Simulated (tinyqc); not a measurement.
## Threshold-voltage variability of a planar MOSFET, analytic estimates: effect of the gate width

Three independent sources add in quadrature: random dopants in the depleted layer, metal-gate grains of two orientations, and roughness of the two gate edges acting through the roll-off VT = VT(long) - Vr exp(-L/l). These are first-order estimates: no three-dimensional electrostatics, no percolation.

ni = sqrt(Nc Nv) exp(-Eg/(2 Vt)), Eg in volts; Cox = 3.9 eps0/ti; Wd = sqrt(4 eps0 eps_r Vt ln(Na/ni)/(q Na)); dopants: s1 = (q/Cox) sqrt(Na Wd/(3 L W)). Grains: Ng = L W/G^2 (at least 1), s2 = dW sqrt(p (1 - p)/Ng). Edges, with exponential correlation and u = W/La: the mean gate length has sL^2 = 2 De^2 (2/u)[1 - (1 - exp(-u))/u]; s3 = sL (Vr/l) exp(-L/l). s = sqrt(s1^2 + s2^2 + s3^2). l and Vr are held fixed.

Inputs (values chosen for the exercise); material values those of a made-up semiconductor:

| symbol | value | unit | meaning |
|---|---|---|---|
| T | 293 | K | temperature |
| Eg | 0.733 | eV | band gap |
| eps_r | 19.4 |  | relative permittivity of the semiconductor |
| Nc | 9.39e18 | cm^-3 | conduction-band density of states at T |
| Nv | 4.97e18 | cm^-3 | valence-band density of states at T |
| Na | 3.1e17 | cm^-3 | channel doping |
| ti | 1.3 | nm | oxide-equivalent thickness in inversion |
| L | 65 | nm | gate length |
| G | 4 | nm | metal grain size |
| dW | 0.1 | eV | work-function difference of the two grain orientations |
| p | 0.6 |  | share of the orientation of higher work function |
| De | 0.6 | nm | rms roughness of one gate edge |
| La | 20 | nm | correlation length of the roughness |
| l | 13 | nm | decay length of the threshold roll-off |
| Vr | 2.8 | V | prefactor of the roll-off |

Constants: q = 1.602176634e-19 C, kB = 1.380649e-23 J/K, Vt = kB T/q, eps0 = 8.8541878128e-14 F/cm where lengths are in cm. Results are converted to the units shown.

Effect of the gate width:
```
W (nm)  s1 (mV)  s2 (mV)  s3 (mV)  s (mV)  s sqrt(L W) (mV um)
33        10.52    4.231   0.9685   11.38               0.5271
54        8.225    3.308   0.8574   8.907               0.5277
87        6.480    2.606   0.7342   7.023               0.5281
140       5.108    2.054   0.6094   5.540               0.5284
230       3.985    1.603   0.4907   4.324               0.5286
370       3.142    1.264   0.3938   3.410               0.5288
610       2.447   0.9841   0.3101   2.656               0.5288
990       1.921   0.7725   0.2450   2.085               0.5289
```

Read the table: what changes, and by how much?

As W goes from 33 to 990 nm, s falls from 11.4 to 2.08 mV. The dopants are the largest source in the first and the last row. The product s sqrt(L W) stays near 0.528 mV um: s1 and s2 go as 1/sqrt(L W), so the change comes from s3 alone.

tinyqc, about 0.01 s, one thread, Intel Xeon 2.30GHz (shared host): `OMP_NUM_THREADS=1 python tinyqc.py 2090138 2090139 out.jsonl`
